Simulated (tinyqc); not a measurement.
# Van der Pauw, Hall and four-point-probe measurements on a doped layer, step by step

Computed by the program tinyqc: `OMP_NUM_THREADS=1 python tinyqc.py 2850159 2850160 out.jsonl`, one thread of a shared Intel Xeon 2.30GHz, about 0.01 s for the whole run. Printed values are rounded.

A uniform p-type layer with sheet resistance Rs = 1/(q ns mu), point contacts, low field (mu B small).

Values chosen for this exercise: sheet density of the layer ns = 1.8e12 cm^-2; drift mobility mu = 30 cm^2/(V s); Hall factor rH = 1; magnetic field B = 0.3 T; current I = 500 uA; side ratio a/b of a rectangular sample with corner contacts ar = 2.09; thickness of the layer t = 490 nm.

Constants: q = 1.602176634e-19 C. Results are converted to the units shown.

## Resistances and Hall voltage

Rs = 1/(q ns mu). For a rectangle with contacts at the corners, RA = (8 Rs/pi) sum_(k>=0) ln coth((2k + 1) pi a/(2 b)) with current along a short side b and voltage along the opposite one, RB the same with a and b exchanged; Hall voltage VH = rH B I/(q ns), negative for electrons.

Rs = 1.15584e5 ohm/square
RA = 828.553 ohm
RB = 1.39976e5 ohm
VH = 52.0126 mV

RB/RA = 169; for a square both equal Rs ln 2/pi = 25500 ohm.

## Starting value

z = 2 ln 2/(pi (RA + RB)), exact for RA = RB.

z at the start = 0.00313394 mS

## Iteration 1: new z

The van der Pauw equation exp(-pi RA z) + exp(-pi RB z) = 1 is solved for z = 1/Rs: e1 = exp(-pi RA z), e2 = exp(-pi RB z), f = e1 + e2 - 1, f' = -pi (RA e1 + RB e2), z(new) = z - f/f'.

e1 = 0.991876
e2 = 0.252048
f = 0.243923
f' = -113.419 kohm
z after iteration 1 = 0.00528458 mS

## Iteration 2: new z

As before.

e1 = 0.986339
e2 = 0.0978937
f = 0.0842322
f' = -45.6158 kohm
z after iteration 2 = 0.00713114 mS

## Iteration 3: new z

As before.

e1 = 0.981609
e2 = 0.0434610
f = 0.0250701
f' = -21.6669 kohm
z after iteration 3 = 0.00828820 mS

## Course of the iteration

Stop when the step is below 1e-10 mS, or after 40 iterations.

Course of the iteration:
```
iteration,z before the step (mS),step (mS)
1,0.00313394,2.15e-3
2,0.00528458,1.85e-3
3,0.00713114,1.16e-3
4,0.00828820,3.41e-4
5,0.00862915,2.25e-5
6,0.00865166,8.92e-8
7,0.00865175,1.39e-12
```

Converged in 7 iterations.

## Sheet density, mobility and bulk values

converged z = 0.00865175 mS

Rs = 1/z; Hall sheet density B I/(q |VH|); Hall mobility |VH|/(Rs B I); true values ns = rH times the Hall density, mu = Hall mobility/rH; bulk density ns/t, resistivity Rs t; correction factor F = Rs/[(pi/ln 2)(RA + RB)/2].

Rs = 1.15584e5 ohm/square
Hall sheet density = 1.8e12 cm^-2
Hall mobility = 30 cm^2/(V s)
ns = 1.8e12 cm^-2
mu = 30 cm^2/(V s)
bulk density = 3.67347e16 cm^-3
resistivity = 5.66359 ohm cm
F = 0.362231

Taking the mean of RA and RB without F would overstate Rs by 180 %.
